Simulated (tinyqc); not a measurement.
What moves the results: Fermi-Dirac statistics of conduction electrons. A value that a table varies takes the place of the one given here.

Non-parabolic band E (1 + alpha E) = c k^2/m: n = Nc (2/sqrt(pi)) integral_0^infinity sqrt(x (1 + a x)) (1 + 2 a x) dx/(1 + exp(x - eta)) with a = alpha kT and eta = (EF - Ec)/kT; a = 0 gives n = Nc F_1/2(eta).

Constants: hbar^2/2m0 = 3.80998211 eV angstrom^2; kB = 8.617333262e-05 eV/K.

Parameters, chosen for this exercise (near those of InAs, lowest valleys alone; not measured data):
```
symbol  value    unit      meaning
m       0.0262   m0        density-of-states mass of the conduction band
T       200      K
alpha   2.5      1/eV      non-parabolicity
m1      0.0262   m0        mass of one isotropic band with spin
L       30       angstrom  confinement length used to compare densities
n       3.2e+17  1/cm^3    electron density
```

## Parabolic against non-parabolic filling

N = 2 (m kB T/(4 pi c))^(3/2) with c = hbar^2/2m0, in 1/angstrom^3; times 1e24 for 1/cm^3. k_F = (3 pi^2 n)^(1/3) and the energy E0 that solves E (1 + alpha E) = c k_F^2/m give the limit of zero temperature.

EF - Ec (meV):
```
n (1/cm^3),parabolic,non-parabolic,"non-parabolic, 0 K"
6.0e+15,-38.4,-41.2,4.5
2.0e+16,-16.2,-19.3,10.0
9.0e+16,16.9,12.1,26.2
3.0e+17,57.9,47.4,54.8
9.0e+17,127.8,98.6,103.1
3.0e+18,288.7,191.8,194.7
```

What does this show?

Non-parabolicity lowers EF by 2.8 meV at the lowest density and by 96.8 meV at the highest, where alpha (EF - Ec) = 0.48. Temperature lowers EF below its 0 K value by 45.8 meV at the lowest density and by 2.9 meV at the highest. EF enters the band between 2e+16 and 9e+16 1/cm^3.

## Dimension (statistics of electrons in three, two and one dimensions)

One band edge at E = 0, lambda = sqrt(4 pi c/(m1 kT)) with c = hbar^2/2m0. Densities with spin: n3 = (2/lambda^3) F_1/2(eta), n2 = (2/lambda^2) F_0(eta) with F_0 = ln(1 + exp(eta)), n1 = (2/lambda) F_-1/2(eta). F_j(eta) = (1/Gamma(j + 1)) integral_0^infinity x^j dx/(1 + exp(x - eta)), which tends to exp(eta) for eta << 0.

The last two columns turn the sheet and line densities into volume densities, n2/L and n1/L^2, over n3.

Densities:
```
eta,n3 (1/cm^3),n2 (1/cm^2),n1 (1/cm),(n2/L)/n3,(n1/L^2)/n3
-4,1.05e+15,3.42e+09,1.11e+04,10.8,117
-2,7.49e+15,2.39e+10,7.60e+04,10.7,113
-1,1.90e+16,5.91e+10,1.81e+05,10.4,106
0,4.43e+16,1.31e+11,3.72e+05,9.83,93.1
1,9.13e+16,2.48e+11,6.31e+05,9.05,76.8
2,1.64e+17,4.01e+11,8.99e+05,8.18,61.1
4,3.77e+17,7.58e+11,1.34e+06,6.70,39.5
8,1.01e+18,1.51e+12,1.95e+06,5.00,21.5
```

lambda = 325.6 angstrom

What does this show?

Far below the edge all three follow exp(eta), and the ratios tend to lambda/L = 10.854 and its square. From eta = 4 to 8 the densities grow by 2.67, 1.99 and 1.45, near the powers 2^(3/2), 2 and 2^(1/2) that the densities of states E^(1/2), E^0 and E^(-1/2) give. One subband serves while EF stays several kT below the second, 277.6 kT up for hard walls; rows with a larger eta, if any, overfill it.

## What moves the Fermi level

N = 2 (m kB T/(4 pi c))^(3/2) with c = hbar^2/2m0, in 1/angstrom^3; times 1e24 for 1/cm^3. Each row changes one parameter from the base and keeps the others.

Results:
```
case,parabolic EF - Ec (meV),non-parabolic EF - Ec (meV)
base,60.88,49.79
m = 0.0236 m0,68.54,55.85
T = 175 K,61.95,51.54
n = 6.4e+17 1/cm^3,100.87,79.98
alpha = 3.75 1/eV,60.88,45.78
```

What does this show?

The largest shifts from the base row, up to three for each result and ties (the steps differ in size, so this ranks the rows, not the parameters). parabolic EF - Ec (meV): n +39.99, m +7.66, T +1.07; unchanged at the printed digits by alpha. non-parabolic EF - Ec (meV): n +30.19, m +6.06, alpha -4.02.

tinyqc: `OMP_NUM_THREADS=1 python tinyqc.py 1652263 1652264 out.jsonl`; about 0.01 s, one thread, shared Intel(R) Xeon(R) Processor @ 2.30GHz.
